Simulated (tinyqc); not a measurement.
Worked calculation: Born-Oppenheimer dynamics on the RHF/sto-3g surface (energies and gradients from PySCF), for H4, spin multiplicity 1. Computed by tinyqc, a small Python program that keeps every step (integrals from PySCF). Settings: charge = 0, multiplicity = 1, basis = sto-3g, time step (fs) = 0.5, steps = 24. Command: `OMP_NUM_THREADS=1 python tinyqc.py 24979 24980 out.jsonl` (the two numbers bound the seeds that draw the settings). One thread of a shared host (Intel(R) Xeon(R) Processor @ 2.60GHz), about 1 s of CPU time with the checks.

positions (bohr), order 1H, 2H, 3H, 4H:
```
[[0.103935, -0.011338, -0.030236],
 [0.154958, 0.032125, 1.736658],
 [-0.007559, 0.047243, 3.845593],
 [0.081258, 0.058582, 5.631384]]
```

The total energy should stay constant up to terms of order dt^2; the step counts as short enough if it moves by less than 2 % of the largest kinetic energy.

Trajectory:
```
time (fs)  1H-2H (angstrom)  potential (hartree)  kinetic (hartree)  total (hartree)
0.000000           0.935672          -2.13791300         0.00045465      -2.13745835
0.500000           0.919854          -2.14644898         0.00884894      -2.13760005
1.000000           0.870410          -2.17163819         0.03343856      -2.13819963
1.500000           0.791548          -2.20362776         0.06394090      -2.13968685
2.000000           0.693527          -2.22003862         0.07790093      -2.14213769
2.500000           0.598539          -2.19157461         0.04982200      -2.14175261
3.000000           0.545239          -2.14236868         0.00785243      -2.13451625
3.500000           0.567548          -2.16544251         0.02705232      -2.13839019
4.000000           0.650096          -2.21621711         0.07342578      -2.14279133
4.500000           0.751162          -2.22162538         0.08079656      -2.14082882
5.000000           0.841463          -2.19622810         0.05740626      -2.13882184
5.500000           0.906538          -2.16786420         0.02997663      -2.13788757
6.000000           0.940070          -2.15133092         0.01376441      -2.13756651
6.500000           0.939760          -2.15204855         0.01448024      -2.13756831
7.000000           0.905710          -2.16997920         0.03208594      -2.13789326
7.500000           0.840482          -2.19966536         0.06086537      -2.13879999
8.000000           0.750746          -2.22677252         0.08609601      -2.14067651
8.500000           0.651248          -2.22504713         0.08247530      -2.14257183
9.000000           0.570982          -2.17912463         0.04027254      -2.13885209
9.500000           0.550096          -2.15324511         0.01880003      -2.13444508
10.000000          0.602791          -2.19910995         0.05799453      -2.14111541
10.500000          0.696731          -2.23257547         0.09044548      -2.14212999
11.000000          0.794817          -2.22206247         0.08218049      -2.13988198
11.500000          0.875373          -2.19296922         0.05458145      -2.13838777
12.000000          0.928057          -2.16741278         0.02967874      -2.13773404
```

Is the time step short enough?

No. The total energy moves within 8.3e-03 hartree; that is over 2 % of the largest kinetic energy, so the time step is too long.
